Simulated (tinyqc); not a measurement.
Cluster expansion of a binary alloy: correlations, fit, cross-validation and ground states: one step, computed by the program tinyqc. Command: `OMP_NUM_THREADS=1 python tinyqc.py 3012254 3012255 out.jsonl clex walk`. One thread of a shared host (Intel(R) Xeon(R) Processor @ 2.30GHz), about 0.08 s of CPU time with the checks.

s = +1 for A and -1 for B. Energy per site E = J0 + J1 P(point) + sum over clusters of m V P, with P the mean product of spins; V > 0 on a pair favours unlike neighbours. Clusters per site m: pair 1 4, pair 2 3, pair 3 6, triplet 12; the triplet is two first-neighbour bonds closed by a second-neighbour bond. Formation energies are counted from the line between pure A and pure B, which removes J0 and J1.

Problem. The random alloy and its short-range order. Random alloy: P(pair) = p^2, P(triplet) = p^3, p = 1 - 2x, so H_mix = (p^2 - 1) sum m V(pairs) + (p^3 - p) m Vt; G_mix = H_mix + k_B T [x ln x + (1 - x) ln(1 - x)]. To first order in 1/T the Warren-Cowley parameter of shell 1 is alpha_1 = -(1 - p^2) V_eff/(k_B T), V_eff = V1 + (number of triplets on a first-neighbour bond) p Vt, that number being 6.

Inputs (values chosen for the exercise, for a model alloy):

| quantity | value | unit |
|---|---|---|
| first-pair interaction V1 | 19.6 | meV |
| second-pair interaction V2 | -5.3 | meV |
| third-pair interaction V3 | -1.2 | meV |
| triplet interaction Vt | 2 | meV |
| temperature T | 1600 | K |
| fraction x of B | 0.12 | - |

Lattice: bcc.

Constants: k_B = 8.617333262e-05 eV/K.

Give: mixing enthalpy H_mix; mixing free energy G_mix; alpha_1.

Solution.

mixing enthalpy H_mix = -31.06 meV/site

mixing free energy G_mix = -81.65 meV/site

alpha_1 = -0.08799

alpha_1 < 0: unlike neighbours are preferred.
